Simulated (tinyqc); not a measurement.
Energy and delay of logic against supply voltage: one step of the calculation.

One expression serves below and above threshold: I(Vg) = Ik [ln(1 + exp((Vg - VT + dd V)/(al nf Vt)))]^al, with I_on = I(V) and I_off = I(0). Gate delay td = kd C V/I_on, clock period LD td. Per gate and cycle the switching energy is act C V^2 and the leakage energy I_off V LD td. No short-circuit current, no variation. Minima are sought above 0.09 V; below a few Vt gates no longer switch and the model has no meaning.

Problem. New V. Minimum-energy supply: E(V) is the energy per gate and cycle; with h = 0.001 V, E' = (E(V + h) - E(V - h))/(2 h), E'' = (E(V - h) - 2 E(V) + E(V + h))/h^2, V(new) = V - E'/E''.

Inputs (values chosen for the exercise); values of the order met in logic technologies: temperature T = 300 K; threshold voltage at zero drain bias VT = 0.32 V; slope factor nf = 1.06; barrier lowering per volt of supply dd = 0.02; specific current of a gate Ik = 0.37 uA; exponent of the current law al = 1.86; load capacitance of a gate C = 2.4 fF; delay factor kd = 0.7; logic depth LD = 60; activity factor act = 0.1.

Constants: q = 1.602176634e-19 C, kB = 1.380649e-23 J/K, Vt = kB T/q. Results are converted to the units shown.

V after iteration 1 = 0.13941506 V

Wanted: E'; E''; V after iteration 2.

Solution.

E' = -201.2 aJ/V
E'' = 5125 aJ/V^2
V after iteration 2 = 0.1787 V

Program tinyqc, `OMP_NUM_THREADS=1 python tinyqc.py 2082168 2082169 out.jsonl`; Intel Xeon 2.30GHz, shared host, one thread, about 0.01 s.
